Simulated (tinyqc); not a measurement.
Sharing a fixed EOT between the layers.

Without charge in the stack, a voltage of 1 V over an EOT of 1.3 nm gives F1 = (V/EOT)(3.9/e1) and F2 = F1 e1/e2; t2 = e2 (EOT/3.9 - t1/e1).

Values chosen for this exercise: relative permittivity of layer 1 e1 = 3.99; relative permittivity of layer 2 e2 = 21.2.

Sharing a fixed EOT between the layers:

| t1 (nm) | t2 (nm) | physical thickness (nm) | drop over layer 1 (V) | drop over layer 2 (V) |
|---|---|---|---|---|
| 0 | 7.067 | 7.067 | 0 | 1.000 |
| 0.16 | 6.217 | 6.377 | 0.1203 | 0.8797 |
| 0.32 | 5.366 | 5.686 | 0.2406 | 0.7594 |
| 0.48 | 4.516 | 4.996 | 0.3609 | 0.6391 |
| 0.65 | 3.613 | 4.263 | 0.4887 | 0.5113 |
| 0.81 | 2.763 | 3.573 | 0.6090 | 0.3910 |
| 0.97 | 1.913 | 2.883 | 0.7293 | 0.2707 |
| 1.13 | 1.063 | 2.193 | 0.8496 | 0.1504 |

Each 0.1 nm of layer 1 costs 0.531 nm of layer 2, so the physical thickness falls from 7.07 to 2.19 nm. The fields do not change, 7.52 MV/cm in layer 1 and 1.42 MV/cm in layer 2, and layer 1 takes half of the voltage at t1 = 0.665 nm.

Numbers from tinyqc (`OMP_NUM_THREADS=1 python tinyqc.py 2010004 2010005 out.jsonl`; about 0.01 s on one thread of a shared Intel Xeon 2.30GHz).
